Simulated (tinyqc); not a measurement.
## Density of surface states from the Kelvin-probe reading

Inverse problem. n-type bulk, xi = Ec - EF = Vt ln(Nc/Nd), p0 = ni^2/Nd, ni = sqrt(Nc Nv) exp(-Eg/(2 Vt)), Eg in volts. b is the upward band bending, u = b/Vt. Space charge per area, in units of q: Qc = sign(b) sqrt((2 eps0 eps_r Vt/q) [(Nd + dn)(exp(-u) - 1) + Nd u + (p0 + dn)(exp(u) - 1)]), with dn the excess density under light (flat quasi-Fermi levels; 0 in the dark). The states hold -Ds (E0 - xi - b): negative while the Fermi level lies above the neutrality level. Neutrality: Qc + Qf + (charge of the states) = 0. Work function chi + xi + b; contact potential difference CPD = (work function of the sample) - pt. Find b, Qc and Ds.

Values chosen for this exercise; band and dielectric values close to those of silicon: temperature T = 300 K; band gap Eg = 1.1 eV; relative permittivity eps_r = 11.9; conduction-band density of states at T Nc = 2.82e19 cm^-3; valence-band density of states at T Nv = 2.67e19 cm^-3; electron affinity chi = 4.05 eV; donor density Nd = 3.4e16 cm^-3; fixed positive charge at the surface Qf = 0 cm^-2; work function of the probe tip pt = 4.72 eV; depth of their neutrality level below the conduction edge E0 = 0.59 eV.

Constants: q = 1.602176634e-19 C, kB = 1.380649e-23 J/K, Vt = kB T/q, eps0 = 8.8541878128e-14 F/cm where lengths are in cm. Results are converted to the units shown.

CPD = -131.24321 mV

Solution. The CPD gives b, b gives Qc, and neutrality gives Ds.

b = 0.365 V
Qc = 3.89e11 cm^-2
Ds = 7.60e12 cm^-2 eV^-1

Numbers from tinyqc (`OMP_NUM_THREADS=1 python tinyqc.py 2430020 2430021 out.jsonl`; about 0.01 s on one thread of a shared Intel Xeon 2.30GHz).
